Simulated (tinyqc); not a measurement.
Crystallisation kinetics and data retention of a phase-change cell: two steps of the calculation.

Johnson-Mehl-Avrami-Kolmogorov law X = 1 - exp(-y^n), y = integral of k dt, k = (1/100 s) exp[-(Ec q/kB)(1/T - 1/T1)].

Values chosen for this exercise; values of the order of Ge-Sb-Te and related chalcogenides:
- Ec = 2.15 eV (activation energy of crystallisation)
- T1 = 424 K (temperature at which the rate k is 1/(100 s))
- n = 2.5 (Avrami exponent)
- Xf = 0.3 (crystalline share at which the state is lost)
- T = 337 K (storage temperature)
- b = 20 K/min (heating rate)
- Ta = 399 K (start of the ramp table)
- dT = 6 K (step of the table)
- m = 10 (steps)

Constants: q = 1.602176634e-19 C, kB = 1.380649e-23 J/K. Results are converted to the units shown.

Problem 1. Retention. At fixed T the state fails at t = (-ln(1 - Xf))^(1/n)/k; ten years are 3.15576e8 s.

Wanted: k; y at failure; time to fail; the same in years; temperature for ten years.

Solution 1.

k = 2.5269e-9 1/s
y at failure = 0.66208
time to fail = 2.6201e8 s
the same in years = 8.3026
temperature for ten years = 336.16 K

The cell misses ten years at 337 K.

Problem 2. A heating ramp. T rises at the rate b. Start with y = k (kB Ta^2/(q Ec))/b, the integral from cold to Ta to leading order; over each step k is taken as exponential in T, so y gains (dT/b)(k2 - k1)/ln(k2/k1). dX/dt = n y^(n - 1) k exp(-y^n), listed as 0 once y^n exceeds 23.

Find: T; k; y; X; dX/dt.

Solution 2.

```
point  T (K)    k (1/s)          y          X  dX/dt (1/s)
0        399  2.5048e-4  0.0047949  1.5920e-6    2.0792e-7
1        405  6.3256e-4   0.012219  1.6503e-5    2.1359e-6
2        411  0.0015548   0.030677  1.6482e-4    2.0882e-5
3        417  0.0037240   0.075380  0.0015589    1.9238e-4
4        423  0.0087013    0.18095   0.013831    0.0016512
5        429   0.019854    0.42430    0.11065     0.012200
6        435   0.044282    0.97244    0.60644     0.041781
7        441   0.096634     2.1800    0.99910    6.9710e-4
8        447    0.20651     4.7843     1.0000            0
9        453    0.43252     10.287     1.0000            0
10       459    0.88854     21.688     1.0000            0
```

Range of the model: One Arrhenius rate is assumed; incubation, growth from the boundary and the non-Arrhenius kinetics of the supercooled liquid are left out.

tinyqc, about 0.04 s, one thread, Intel Xeon 2.30GHz (shared host): `OMP_NUM_THREADS=1 python tinyqc.py 2490144 2490145 out.jsonl`
